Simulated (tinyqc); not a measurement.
MOSFET in saturation, small-signal circuit and noise: two steps of the calculation.

Bias by the inversion coefficient IC = I/Ispec (charge-based model with velocity saturation; weak inversion below 0.1, strong above 10). Common-source circuit: gm, gds, Cgs, Cgd and Cj at the inner nodes, Rg in series with the gate; quasi-static, no source or drain resistance, no gate-body capacitance, no substrate network, no induced gate noise, so fmax is an upper estimate.

Inputs (values chosen for the exercise): temperature T = 350 K; gate length L = 65 nm; total gate width W = 40 um; gate capacitance Cox = 1.04 uF/cm^2; mobility mu = 130 cm^2/(V s); slope factor n = 1.31; velocity-saturation length Ls = 20 nm; ratio gds/gm sg = 0.032; inversion coefficient IC = 9.6; signal frequency f = 1 GHz.

Constants: q = 1.602176634e-19 C, kB = 1.380649e-23 J/K, Vt = kB T/q. Results are converted to the units shown.

Question 1. Current, transconductance and gain. Ispec = 2 n mu Cox (W/L) Vt^2, lc = Ls/L, gms = [sqrt((lc IC + 1)^2 + 4 IC) - 1]/[2 + lc (lc IC + 1)], gm = gms Ispec/(n Vt), gds = sg gm.

Wanted: Ispec; I; gms; gm; gds; gm/I.

Answer 1.

Ispec = 198.29 uA
I = 1903.6 uA
gms = 1.9744
gm = 9.9089 mS
gds = 0.31708 mS
gm/I = 5.2053 1/V

Question 2. Current gain and unilateral power gain. |h21| = |Y21/Y11|; U = |Y21 - Y12|^2/(4 [Re Y11 Re Y22 - Re Y12 Re Y21]). Extrapolated at 20 dB a decade: f |h21| and f sqrt(U).

Y with Rg (mS):

|  | 1 | 2 |
|---|---|---|
| 1 | 0.000163991+0.294483955i | -0.000055983-0.100530934i |
| 2 | 9.908799202-0.106048946i | 0.317103625+0.285883704i |

Give: |h21|; U; f |h21|; f sqrt(U).

Answer 2.

|h21| = 33.65
U = 4.046e4
f |h21| = 33.65 GHz
f sqrt(U) = 201.1 GHz

Program tinyqc, `OMP_NUM_THREADS=1 python tinyqc.py 2150103 2150104 out.jsonl`; Intel Xeon 2.30GHz, shared host, one thread, about 0.01 s.
